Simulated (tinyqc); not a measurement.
# Mobility of a non-polar semiconductor in the relaxation-time approximation, step by step

A worked calculation. Computed by tinyqc, a small Python program that keeps every step. Command: `OMP_NUM_THREADS=1 python tinyqc.py 3031926 3031927 out.jsonl rta walk`. One thread of a shared host (Intel(R) Xeon(R) Processor @ 2.30GHz), about 0.01 s of CPU time with the checks. Intermediate numbers are printed to about 6 digits and carried at full precision; extremes and crossings named in words are read from the listed rows.

Each valley is treated as a sphere of mass m_d for states and rates, with one isotropic relaxation time; the conductivity mass m_c sets the current.

Inputs (values chosen for the exercise, modelled on electrons in germanium):

| quantity | value | unit |
|---|---|---|
| longitudinal mass m_l | 1.55 | m_0 |
| transverse mass m_t | 0.0813 | m_0 |
| equivalent valleys Z | 4 | - |
| static permittivity eps_s | 16 | - |
| density rho | 5323 | kg/m^3 |
| sound velocity v_l | 5220 | m/s |
| acoustic deformation potential D_A | 12 | eV |
| phonon energy hbar w | 30.6 | meV |
| optical or intervalley deformation potential D_o | 4.9 | 1e8 eV/cm |
| final valleys Z_f | 3 | - |
| carrier density n | 3.2e+17 | 1/cm^3 |
| compensation ratio C | 0.11 | - |
| temperature T | 400 | K |

Band: parabolic. Impurity formula: Conwell-Weisskopf. Further scattering: none.

Constants: k_B = 8.617333262e-05 eV/K; m_0 = 9.1093837015e-31 kg; e = 1.602176634e-19 C; hbar = 1.054571817e-34 J s; eps_0 = 8.8541878128e-12 F/m; k_B = 1.380649e-23 J/K; hbar = 6.582119569e-16 eV s.

## Masses

m_d = (m_l m_t^2)^(1/3); 1/m_c = (1/m_l + 2/m_t)/3; Hall mass factor A = 3 K_m (K_m + 2)/(2 K_m + 1)^2, K_m = m_l/m_t; N_I = n (1 + C)/(1 - C).

density-of-states mass m_d = 0.217189 m_0

conductivity mass m_c = 0.118833 m_0

Hall mass factor A = 0.786864

ionised impurity density N_I = 3.99101e+17 1/cm^3

## Fermi level and screening

Parabolic band: E = hbar^2 k^2/(2 m), speed v = hbar k/m, states per spin, volume and energy g(E) = m k/(2 pi^2 hbar^2). Here m = m_d. Masses are multiplied by m_0 and all formulas are in SI units. The reduced Fermi level eta = E_F/(k_B T) solves n = 2 Z int g f dE with f = 1/(1 + exp(x - eta)) (Z = 1 unless valleys are given); screening length L_s = sqrt(eps_s eps_0 k_B T/(e^2 dn/deta)), dn/deta = 2 Z int g f (1 - f) dE. Integrals over x = E/(k_B T) use 160 Gauss-Legendre points in u = sqrt(x) from 0 to sqrt(max(eta, 0) + 32).

reduced Fermi level eta = -3.88217

screening length L_s = 9.79455 nm

The gas is non-degenerate (eta < -2), and L_s is close to the Debye length.

## Rates at a few energies

Phonon occupation N_q = 1/(exp(hbar w/(k_B T)) - 1). Acoustic deformation potential (elastic, equipartition, absorption and emission together): 1/tau = 2 pi k_B T D_A^2 g(E)/(hbar rho v_l^2). Optical or intervalley deformation potential: 1/tau = (pi Z_f D_o^2/(rho w)) [N_q g(E + hbar w) + (N_q + 1) g(E - hbar w)], with g = 0 below the band edge. Each optical term is multiplied by (1 - f(E'))/(1 - f(E)), E' the final energy, for Pauli blocking. Singly charged impurities, momentum relaxation: 1/tau = N_I e^4 m (1 + 2 alpha E) Phi/(8 pi (eps_s eps_0)^2 hbar^3 k^3), with alpha = 0 for a parabolic band. Conwell-Weisskopf: Phi = ln(1 + y^2), y = 4 pi eps_s eps_0 E N_I^(-1/3)/e^2 (largest impact parameter N_I^(-1/3)/2).

Rates (1e12/s) at E = (max(eta, 0) + 0.5, 1, 2, 4) k_B T:

| E (meV) | acoustic | optical | ionised impurity |
|---|---|---|---|
| 17.235 | 2.36884 | 0.77836 | 5.85399 |
| 34.469 | 3.35005 | 1.43351 | 3.36698 |
| 68.939 | 4.73768 | 2.79059 | 1.67565 |
| 137.877 | 6.70010 | 4.26049 | 0.76654 |

## Mobility for each process alone

mu = (m_d/m_c) (2 Z e/(3 n k_B T)) int g v^2 tau f (1 - f) dE. Averages over x are split at the emission threshold x_0 = hbar w/(k_B T): 64 Gauss-Legendre points in sqrt(x) below it and 128 in sqrt(x - x_0) above it, up to x = max(eta, 0) + 32.

acoustic mobility = 3313.59 cm^2/(V s)

optical mobility = 6805.63 cm^2/(V s)

ionised impurity mobility = 11910.4 cm^2/(V s)

## All processes together

Rates are added at each energy before the average. With <y> = int g v^2 y f (1 - f) dE: Hall factor r_H = A (3 n k_B T/(2 Z m_d)) <tau^2/(1 + 2 alpha E)>/<tau>^2 (alpha = 0 for a parabolic band); Hall mobility r_H mu; |S| = (k_B/e) (<x tau>/<tau> - eta); resistivity 1/(n e mu).

drift mobility mu = 1520.60 cm^2/(V s)

Hall factor r_H = 0.805211

Hall mobility = 1224.40 cm^2/(V s)

Seebeck coefficient |S| = 531.321 microvolt/K

resistivity = 0.0128270 ohm cm

Taking r_H = 1 in a Hall measurement would give a density 1.24 times the true one.

## Matthiessen's rule against the full average

Matthiessen's rule adds 1/mu of the separate processes.

Separate mobilities:

| process | mu (cm^2/(V s)) | share of the sum of 1/mu (%) |
|---|---|---|
| acoustic | 3313.6 | 56.6540 |
| optical | 6805.6 | 27.5843 |
| ionised impurity | 11910.4 | 15.7617 |

mobility by Matthiessen's rule = 1877.28 cm^2/(V s)

excess of Matthiessen's rule over the full mu = 23.4567 %

The rule gives 1877 against the full 1521, 23.5 % too high; it can only overestimate, since each separate average is carried by the energies where that process is weak. The error is large because acoustic and optical scattering both carry weight and depend on energy in different ways.

Checks made by the program: n against 2 Z (m k_B T/2 pi hbar^2)^(3/2) (2/sqrt(pi)) F_1/2(eta) by adaptive quadrature (relative difference below 1e-10); acoustic mobility against its closed form in Fermi integrals (relative difference below 1e-10); the sum rule (2 Z/(3 k_B T)) int g v^2 (1 + 2 alpha E) f (1 - f) dE = n/m_d (relative difference below 1e-10).
